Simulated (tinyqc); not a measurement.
Molecular dynamics of a small cluster by velocity Verlet steps: one step, computed by the program tinyqc.

E = sum_(i<j) phi(r_ij), phi(r) = eps [exp(-2 alpha (r - r0)) - 2 exp(-alpha (r - r0))]; the force on i is -sum_j phi'(r_ij) (R_i - R_j)/r_ij.

Question. Step 1. Velocity Verlet: a = c F/M with c = 9.648533212e-3 angstrom/fs^2 per eV/(angstrom u); R(new) = R + v dt + a dt^2/2; v(new) = v + (a + a(new)) dt/2. Kinetic energy K = M v^2/(2c); temperature T = 2K/((3N - 3) k_B), rotation of the cluster included.

Inputs (values chosen for the exercise, for model atoms):
```
quantity         value        unit
length r0         2.86    angstrom
well depth eps    0.36          eV
stiffness alpha   1.85  1/angstrom
atomic mass M      121           u
time step dt        15          fs
```

Potential: Morse. Thermostat: none.

starting positions (angstrom):
```
            x     y      z
atom 1  -0.02  0.07   0.01
atom 2   2.85  0.01  -0.06
atom 3   1.47  2.48   0.03
```

starting velocities (angstrom/fs):
```
               x         y         z
atom 1   0.00066   0.00271   0.00184
atom 2    -2e-05  -0.00038    0.0016
atom 3  -0.00064  -0.00233  -0.00344
```

Constants: 1 eV/(angstrom u) = 9.648533212e-03 angstrom/fs^2; k_B = 8.617333262e-05 eV/K.

Give: positions after step 1; new forces; velocities after step 1; total energy.

Answer.

positions after step 1 (angstrom):
```
             x      y       z
atom 1  -0.010  0.110   0.038
atom 2   2.850  0.004  -0.036
atom 3   1.460  2.446  -0.022
```

new forces (eV/angstrom):
```
              x        y        z
atom 1  -0.1640  -0.2721   0.0067
atom 2   0.0628  -0.1226  -0.0005
atom 3   0.1012   0.3948  -0.0062
```

velocities after step 1 (angstrom/fs):
```
                x          y          z
atom 1   0.000556   0.002511   0.001843
atom 2   0.000024  -0.000494   0.001599
atom 3  -0.000580  -0.002017  -0.003442
```

total energy = -0.8798 eV
